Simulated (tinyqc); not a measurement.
Inside a calculation. Model: space-charge-limited current through a thin insulating or semi-insulating film with traps. Computed by tinyqc, a small Python program that keeps every step. Command: `OMP_NUM_THREADS=1 python tinyqc.py 3013403 3013404 out.jsonl sclc walk`. One thread of a shared host (Intel(R) Xeon(R) Processor @ 2.30GHz), about 0.01 s of CPU time with the checks. Intermediate numbers are printed to about 6 digits and carried at full precision; extremes and crossings named in words are read from the listed rows.

One ohmic injecting contact at x = 0 (field zero), drift only, non-degenerate free carriers.

Inputs (values chosen for the exercise, modelled on semi-insulating GaAs):

| quantity | value | unit |
|---|---|---|
| permittivity eps | 12.9 | - |
| band mobility mu | 3000 | cm^2/(V s) |
| effective density of states N_c | 4.4e+17 | 1/cm^3 |
| trap density N_t | 5.7e+17 | 1/cm^3 |
| equilibrium Fermi level below the band edge, E_0 | 0.58 | eV |
| thickness d | 170 | nm |
| free density at the anode, in units of N_c | 0.00021 | - |
| temperature T | 300 | K |
| characteristic temperature T_c | 1600 | K |

Traps: exponential tail.

Constants: k_B = 8.617333262e-05 eV/K; e = 1.602176634e-19 C; eps_0 = 8.8541878128e-12 F/m.

## Equilibrium and landmark voltages

Free density n_0 = N_c exp(-E_0/k_B T) in equilibrium; trapped density n_t(n) = N_t (n/N_c)^(T/T_c) (the low-temperature form). theta = n/(n + n_t) at the anode density; trap-filled-limit voltage V_TFL = e (N_t - n_t(n_0)) d^2/(2 eps eps_0).

n_0 = 7.94112e+07 1/cm^3

n_t(n_0) = 8.49093e+15 1/cm^3

theta = 7.92568e-04

V_TFL = 11.3814 V

## One point of the curve

J = e mu n F and (eps eps_0/e) dF/dx = n - n_0 + n_t(n) - n_t(n_0) = rho(n). With F = J/(e mu n): d = (eps eps_0 J/(e^2 mu)) I_1 and V = (eps eps_0 J^2/(e^3 mu^2)) I_2, I_k = int_(n_L)^infinity dn/(n^(k+1) rho(n)), n_L the density at the anode; with u = n_L/n, 200 Gauss-Legendre points in t, u = 1 - (1 - t)^2. Anode field J/(e mu n_L); Mott-Gurney current (9/8) eps eps_0 mu V^2/d^3; ohmic current e n_0 mu V/d.

I_1 = 8.32919e-32 cm^6

I_2 = 4.92073e-46 cm^9

current density J = 13761.0 A/cm^2

voltage V = 2.87537 V

anode field over mean field V/d = 1.83190

trap-free Mott-Gurney current = 6.48712e+06 A/cm^2

ohmic current = 0.00645591 A/cm^2

J is 0.00212 times the trap-free law and 2.13e6 times the ohmic current; theta is 7.93e-4. The field ratio is 1 for ohmic flow, 3/2 for the square law and 2 for a uniform fixed charge; here 1.83. Caution: mu V/d exceeds 1e7 cm/s, so velocity saturation would limit the current.

## The whole curve

The last column is d ln J/d ln V up to the next row.

Current against voltage:

| n_L (1/cm^3) | V (V) | J (A/cm^2) | slope |
|---|---|---|---|
| 8.30e+07 | 1.95672e-02 | 5.79928e-05 | 2.12008 |
| 5.20e+08 | 1.30361e-01 | 3.23229e-03 | 3.67154 |
| 3.20e+09 | 2.61444e-01 | 4.16066e-02 | 4.48433 |
| 2.00e+10 | 4.44730e-01 | 4.50584e-01 | 5.03163 |
| 1.20e+11 | 6.95285e-01 | 4.26821e+00 | 5.41360 |
| 7.70e+11 | 1.06090e+00 | 4.20444e+01 | 5.68232 |
| 4.80e+12 | 1.56948e+00 | 3.89181e+02 | 5.85940 |
| 3.00e+13 | 2.28943e+00 | 3.55580e+03 | 5.94078 |
| 1.80e+14 | 3.29037e+00 | 3.06699e+04 | 5.84150 |
| 1.10e+15 | 4.77802e+00 | 2.71051e+05 | 5.30844 |
| 7.10e+15 | 7.33718e+00 | 2.64189e+06 | 4.18274 |
| 4.40e+16 | 1.28468e+01 | 2.75063e+07 | - |

The slope starts at 2.12, peaks at 5.9 between 2.29 and 3.29 V and ends at 4.18. Rows below 0.26 V (10 k_B T/e) are formal, since diffusion from the contact rules there. Self-heating is left out, although J V exceeds 1e5 W/cm^2 at the last row. The last rows ignore velocity saturation (mu V/d above 1e7 cm/s). An exponential tail gives the power law T_c/T + 1 = 6.33, which the middle rows approach.

Checks made by the program: trap-free limit against the Mott-Gurney law (relative difference 5e-08).
